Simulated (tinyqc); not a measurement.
Interpolating the pair or each band alone: Wannier functions of a composite (isolated) pair of valence bands (bonds of an sp chain).

Each atom has a hybrid pointing left (<) and right (>). H(k): diagonal +V3 on A, -V3 on B; <A<|A>> = -V1a, <B<|B>> = -V1b, <A>|B<> = -V2, <B>|A<> = -V2p exp(ik); k in 1/a, Bloch sums with exp(ikR). The two lowest bands are filled. Trial functions in cell 0: g1 = cos(c) A> + sin(c) B<, and g2 = sin(c) B> + cos(c) A< of cell 1, whose Bloch vector has cos(c) exp(-ik) on A<. Projection A_mn = <psi_m|g_n>, S = A^+ A, Loewdin U = A S^(-1/2), Bloch-like states w_n = sum_m psi_m U_mn, H_W(k) = U^+ diag(E) U. P = sum_m |psi_m><psi_m| is free of phase choices, and S = g^+ P g, w = P g S^(-1/2).

Parameters, chosen for this exercise:
- V2 = 2.96 eV (coupling in the bond A-B inside the cell)
- V2p = 4.85 eV (coupling in the bond to the next cell)
- V1a = 1.76 eV (coupling of the two hybrids on A)
- V1b = 0.9 eV (the same on B)
- V3 = 0 eV (A at +V3, B at -V3)
- c = 35 degrees (trial bonds cos(c) on A, sin(c) on B)

Largest error on 25 points from 0 to pi. Pair: diagonalise the Hermitian part of sum_R exp(ikR) H(R) over the N cells nearest the origin, with H(R) the mean of exp(-ikR) H_W(k) on the mesh k = 2 pi j/N. Alone: the cosine series of each sorted band on the same mesh.

Errors (meV):
```
N       pair  each band alone
3   12.82429         25.80103
4    4.20252          2.63175
6    0.18553          0.29039
8    0.01024          0.04572
10   0.00067          0.00605
14   0.00000          0.00015
```

Give the missing row, N = 5.

Computed row:
```
N     pair  each band alone
5  0.62081          3.41566
```

smallest spacing of the two filled bands = 2.0765 eV

At N = 6 the pair errs by 0.19 meV and the single bands by 0.29; at N = 10, 0.00067 against 0.0060. Both fall exponentially: the pair at a rate tied to the gap to the empty bands (4.59 eV), the single bands at a slower one tied to their own spacing (2.076 eV at the closest). Not every column falls at every step, since even meshes hold k = pi and odd ones do not.

Program tinyqc; command `OMP_NUM_THREADS=1 python tinyqc.py 1480988 1480989 out.jsonl`; about 0.2 s on one thread of a shared Intel(R) Xeon(R) Processor @ 2.30GHz.
